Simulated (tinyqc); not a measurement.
Comparisons within one model: Wannier-Stark ladder of a miniband. A value that a table varies takes the place of the one given here.

One state in each well j = -(Nw - 1)/2 ... (Nw - 1)/2: H_jj = j e F d, H_(j,j+1) = -W/4; 1 kV/cm = 0.01 meV/angstrom. In an infinite chain the levels are j e F d and the state of well 0 has amplitude J_j(x) in size on well j, x = W/(2 e F d).

Constants: hbar = 6.58211957e-16 eV s.

Inputs chosen for the exercise (near those of a GaAs/AlGaAs superlattice; the results hold for these values, not for the real material):

| symbol | value | unit | meaning |
|---|---|---|---|
| W | 12 | meV | miniband width |
| d | 84 | angstrom | period |
| Nw | 9 |  | wells |
| Fs | (1.4, 1.9, 2.6, 3.7, 5.6, 9.6, 21) | kV/cm | fields |
| G | 12 | meV | hbar/tau |
| F | 4.1 | kV/cm | field |

## Raising the field

Infinite-chain weights beside the middle spacing of the finite stack.

Results:

| F (kV/cm) | e F d (meV) | x | J_0^2 | J_1^2 | J_2^2 | middle spacing/(e F d) |
|---|---|---|---|---|---|---|
| 1.4 | 1.18 | 5.102 | 0.021 | 0.114 | 0.000 | 1.4542 |
| 1.9 | 1.60 | 3.759 | 0.161 | 0.001 | 0.174 | 1.1468 |
| 2.6 | 2.18 | 2.747 | 0.027 | 0.182 | 0.224 | 1.0296 |
| 3.7 | 3.11 | 1.931 | 0.070 | 0.337 | 0.114 | 1.0031 |
| 5.6 | 4.70 | 1.276 | 0.400 | 0.267 | 0.031 | 1.0002 |
| 9.6 | 8.06 | 0.744 | 0.751 | 0.120 | 0.004 | 1.0000 |
| 21 | 17.64 | 0.340 | 0.943 | 0.028 | 0.000 | 1.0000 |

How do the results move?

J_0 vanishes at x = 2.405, F = 3.0 kV/cm, where the line at j = 0 disappears; J_0^2 overtakes J_1^2 for good at x = 1.435, F = 5.0 kV/cm, and reaches 0.94 in the last row. The 9 wells reproduce the middle spacing of the even ladder to 1 % from 3.7 kV/cm on, where the swing W/(e F d) = 2x is 3.9 periods. The lines are seen apart only where e F d exceeds their width, usually a few meV.

## Drift velocity with scattering

Esaki-Tsu: v = v0 y/(1 + y^2), y = e F d/G, v0 = W d/(2 hbar), at zero temperature; 1 angstrom/s = 1e-8 cm/s, 1 kV/cm = 0.01 meV/angstrom. The last column is dv/dF in cm^2/(V s).

Results:

| y | F (kV/cm) | v (1e6 cm/s) | dv/dF |
|---|---|---|---|
| 0.1 | 1.43 | 0.76 | 520 |
| 0.3 | 4.29 | 2.11 | 411 |
| 0.6 | 8.57 | 3.38 | 185 |
| 1.0 | 14.29 | 3.83 | 0 |
| 1.5 | 21.43 | 3.53 | -63 |
| 2.5 | 35.71 | 2.64 | -54 |
| 4.0 | 57.14 | 1.80 | -28 |

v0 = 7.66 x 1e6 cm/s
field at y = 1 = 14.29 kV/cm

What does this show?

The velocity peaks at v0/2 = 3.83 x 1e6 cm/s at 14.29 kV/cm and then falls: negative differential velocity, steepest at y = sqrt3 with -v0/(8 Fc) = -67 cm^2/(V s). The low-field mobility is v0/Fc = 536 cm^2/(V s). At the peak the swing is W/G = 1.0 periods, too few for the semiclassical picture to be safe.

## What each parameter does

e F d, x, J_0(x)^2 and the lowest level of the finite stack. Each row changes one parameter from the base and keeps the others.

Results:

| case | e F d (meV) | x | J_0^2 | lowest level (meV) |
|---|---|---|---|---|
| base | 3.44 | 1.742 | 0.140 | -15.83 |
| W = 10 meV | 3.44 | 1.452 | 0.290 | -15.28 |
| d = 92 angstrom | 3.77 | 1.591 | 0.212 | -17.01 |
| F = 2.87 kV/cm | 2.41 | 2.489 | 0.002 | -12.19 |
| Nw = 11 | 3.44 | 1.742 | 0.140 | -19.27 |

How do the results move?

The largest shifts from the base row, up to three for each result and ties (the steps differ in size, so this ranks the rows, not the parameters). e F d (meV): F -1.03, d +0.33; unchanged at the printed digits by W and Nw. x: F +0.747, W -0.290, d -0.151; unchanged at the printed digits by Nw. J_0^2: W +0.150, F -0.138, d +0.073; unchanged at the printed digits by Nw. lowest level (meV): F +3.64, Nw -3.44, d -1.19.

tinyqc: `OMP_NUM_THREADS=1 python tinyqc.py 1251102 1251103 out.jsonl`; about 0.01 s, one thread, shared Intel(R) Xeon(R) Processor @ 2.30GHz.
